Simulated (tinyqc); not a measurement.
Minimum-mode following (dimer method) and harmonic rate on a two-dimensional model surface: one step, computed by the program tinyqc.

V(x, y) = -A (cos kx + cos ky) - B cos kx cos ky + (C sin ky + S sin kx)(1 - cos kx), k = 2 pi/a; the atom hops from the minimum at (0, 0) to that at (a, 0).

Problem. Stationary points. Newton steps x(new) = x - H^-1 grad V (moves limited to 0.3 angstrom) from (0, 0), (a, 0) and (a/2, 0) give the two minima and the saddle.

Inputs (values chosen for the exercise, for a model surface):

| quantity | value | unit |
|---|---|---|
| amplitude A | 0.35 | eV |
| amplitude B | 0.091 | eV |
| skew C | 0.14 | eV |
| asymmetry S | 0.041 | eV |
| period a | 3.7 | angstrom |

Surface: adatom on a square lattice.

Give: positions; energies; barrier from the start.

Solution.

positions (angstrom):
```
             x        y
start   0.0000   0.0000
end     3.7000   0.0000
saddle  1.7049  -0.4779
```

energies (eV): start -0.79100, end -0.79100, saddle -0.02109

barrier from the start = 0.76991 eV
